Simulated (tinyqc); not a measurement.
# MOSFET in saturation, small-signal circuit and noise: what changes with what

Bias by the inversion coefficient IC = I/Ispec (charge-based model with velocity saturation; weak inversion below 0.1, strong above 10). Common-source circuit: gm, gds, Cgs, Cgd and Cj at the inner nodes, Rg in series with the gate; quasi-static, no source or drain resistance, no gate-body capacitance, no substrate network, no induced gate noise, so fmax is an upper estimate.

Inputs (values chosen for the exercise):

| symbol | value | unit | meaning |
|---|---|---|---|
| T | 300 | K | temperature |
| L | 65 | nm | gate length |
| W | 20 | um | total gate width |
| Cox | 0.77 | uF/cm^2 | gate capacitance |
| mu | 390 | cm^2/(V s) | mobility |
| n | 1.16 |  | slope factor |
| Ls | 15 | nm | velocity-saturation length |
| sg | 0.054 |  | ratio gds/gm |
| Cov | 0.26 | fF/um | overlap and fringe capacitance per side |
| Cj | 0.32 | fF/um | drain junction capacitance |
| Rsh | 20 | ohm | sheet resistance of the gate |
| Wf | 4 | um | finger width |
| Rc | 100 | ohm um | gate contact and vertical resistance |
| IC | 15 |  | inversion coefficient |
| gw | 0.05 |  | short-channel excess of the noise factor |
| Nt | 1.9e17 | cm^-3 eV^-1 | oxide trap density |
| lt | 0.1 | nm | tunnelling length into the oxide |
| ac | 1000 | V s/C | Coulomb scattering coefficient |

Constants: q = 1.602176634e-19 C, kB = 1.380649e-23 J/K, Vt = kB T/q. Results are converted to the units shown.

Each table varies one quantity; the others keep the values above.

## Effect of the gate length on speed and noise

Ispec = 2 n mu Cox (W/L) Vt^2, lc = Ls/L, gms = [sqrt((lc IC + 1)^2 + 4 IC) - 1]/[2 + lc (lc IC + 1)], gm = gms Ispec/(n Vt), gds = sg gm. qs = [sqrt(1 + 4 IC) - 1]/2, Cgs = Cox W L qs (2 qs + 3)/(3 (qs + 1)^2) + Cov W, Cgd = Cov W, Cd = Cj W, Rg = Rsh (Wf/L)/(12 Nf) + Rc/W with Nf = W/Wf fingers (not rounded) contacted at both ends. fT = gm/(2 pi (Cgs + Cgd)), fmax = fT/(2 sqrt(Rg (gds + 2 pi fT Cgd))). Channel noise Sid = 4 kB T gam n gm with gam = (1/2 + (2/3) qs)/(1 + qs) + gw lc IC, qs = [sqrt(1 + 4 IC) - 1]/2, lc = Ls/L (the last term an empirical rise with velocity saturation); at the gate, white noise Sw = Sid/gm^2 + 4 kB T Rg. Number fluctuation with correlated mobility: S(f) = K/f, K = q^2 Vt lt Nt/(W L Cox^2) (1 + ac mu Cox I/gm)^2, Vt in eV with Nt per eV. Corner fc = K/Sw. IC is held fixed, and so is sg.

Results:

| L (nm) | I (uA) | Rg (ohm) | fT (GHz) | fmax (GHz) | sqrt(Sw) (nV/Hz^0.5) | fc (MHz) |
|---|---|---|---|---|---|---|
| 20 | 6984 | 71.67 | 245.0 | 152.4 | 1.552 | 272.8 |
| 32 | 4365 | 46.67 | 205.7 | 172.2 | 1.369 | 205.4 |
| 50 | 2794 | 31.67 | 155.3 | 180.4 | 1.288 | 143.5 |
| 79 | 1768 | 21.88 | 100.8 | 172.8 | 1.307 | 86.56 |
| 130 | 1075 | 15.26 | 54.12 | 148.7 | 1.449 | 42.40 |
| 320 | 436.5 | 9.167 | 13.31 | 89.02 | 2.024 | 8.779 |
| 500 | 279.4 | 7.667 | 6.097 | 62.32 | 2.472 | 3.764 |

Estimate the missing row, L = 200 nm.

Computed row:

| L (nm) | I (uA) | Rg (ohm) | fT (GHz) | fmax (GHz) | sqrt(Sw) (nV/Hz^0.5) | fc (MHz) |
|---|---|---|---|---|---|---|
| 200 | 698.4 | 11.67 | 28.67 | 120.7 | 1.672 | 20.62 |

With this row back in the table: As L goes from 20 to 500 nm, fT falls from 245 to 6.10 GHz, fmax goes from 152 through a maximum of 180 (at L = 50 nm among the rows listed) to 62.3 GHz, the white noise goes from 1.55 through a minimum of 1.29 (at L = 50 nm among the rows listed) to 2.47 nV/Hz^0.5 and the corner falls from 273 to 3.76 MHz. fT goes as L^(-0.37) between the first two rows and L^(-1.75) between the last two; with no overlap and no velocity saturation it would go as 1/L^2. For L = 200 to 500 nm fmax exceeds 4 fT, where channel resistance and substrate losses, left out here, would cap it.

## Effect of the finger width on speed and noise

Same model as above.

Corner fc = K/Sw. IC is held fixed.

The same in every row: I (uA) = 2149; fT (GHz) = 123.4.

Effect of the finger width on speed and noise:

| Wf (um) | Rg (ohm) | fmax (GHz) | sqrt(Sw) (nV/Hz^0.5) | fc (MHz) |
|---|---|---|---|---|
| 0.25 | 5.080 | 399.0 | 1.147 | 137.5 |
| 0.5 | 5.321 | 389.9 | 1.149 | 137.1 |
| 1 | 6.282 | 358.8 | 1.155 | 135.5 |
| 2 | 10.13 | 282.6 | 1.183 | 129.3 |
| 4 | 25.51 | 178.0 | 1.286 | 109.4 |
| 8 | 87.05 | 96.39 | 1.635 | 67.66 |

As Wf goes from 0.25 to 8 um, fT stays at 123 GHz, fmax falls from 399 to 96.4 GHz, the white noise rises from 1.15 to 1.64 nV/Hz^0.5 and the corner falls from 138 to 67.7 MHz. The finger width leaves fT alone and acts through Rg, whose sheet part goes as Wf^2.

## Integrated noise against bandwidth

Same model as above.

Corner fc = K/Sw. Mean square from f1 = 100 Hz to B: Sw (B - f1) + K ln(B/f1).

Integrated noise against bandwidth:

| B (Hz) | spot noise at B (nV/Hz^0.5) | white part (uV rms) | 1/f part (uV rms) | total (uV rms) |
|---|---|---|---|---|
| 1000 | 425.31 | 0.038579 | 20.408 | 20.408 |
| 10000 | 134.50 | 0.12795 | 28.862 | 28.862 |
| 1e5 | 42.550 | 0.40646 | 35.348 | 35.351 |
| 1e6 | 13.511 | 1.2859 | 40.817 | 40.837 |
| 1e7 | 4.4432 | 4.0666 | 45.635 | 45.815 |
| 1e8 | 1.8608 | 12.860 | 49.990 | 51.618 |
| 1e9 | 1.3545 | 40.666 | 53.996 | 67.596 |

The 1/f part adds the same power, K ln 10, in each decade and grows only from 20.4 to 54.0 uV; the white part grows as sqrt(B). The corner of the spot noise is fc = 1.09e8 Hz.

Computed by the program tinyqc: `OMP_NUM_THREADS=1 python tinyqc.py 2150031 2150032 out.jsonl`, one thread of a shared Intel Xeon 2.30GHz, about 0.01 s for the whole run.
